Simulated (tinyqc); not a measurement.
Finite-difference solution of the diffusion equation on a small grid: one step, computed by the program tinyqc.

dC/dt = D d2C/dx2 on nodes x_j = j dx, j = 0..11; the far end is sealed.

Problem. Time step 1. With r = D dt/dx^2: (1 - theta r M) C(new) = (1 + (1 - theta) r M) C(old); theta = 0 explicit, 1 implicit, 1/2 Crank-Nicolson.

Boundary at x = 0: fixed surface value. Scheme: explicit.

operator M:
```
,0,1,2,3,4,5,6,7,8,9,10,11
0,0,0,0,0,0,0,0,0,0,0,0,0
1,1,-2,1,0,0,0,0,0,0,0,0,0
2,0,1,-2,1,0,0,0,0,0,0,0,0
3,0,0,1,-2,1,0,0,0,0,0,0,0
4,0,0,0,1,-2,1,0,0,0,0,0,0
5,0,0,0,0,1,-2,1,0,0,0,0,0
6,0,0,0,0,0,1,-2,1,0,0,0,0
7,0,0,0,0,0,0,1,-2,1,0,0,0
8,0,0,0,0,0,0,0,1,-2,1,0,0
9,0,0,0,0,0,0,0,0,1,-2,1,0
10,0,0,0,0,0,0,0,0,0,1,-2,1
11,0,0,0,0,0,0,0,0,0,0,2,-2
```

mesh ratio r = 0.10944

C at the start (%): [76, 0, 0, 0, 0, 0, 0, 0, 0, 0, 0, 0]

Give: C after step 1.

Solution.

C after step 1 (%): [76.00000, 8.31744, 0.00000, 0.00000, 0.00000, 0.00000, 0.00000, 0.00000, 0.00000, 0.00000, 0.00000, 0.00000]
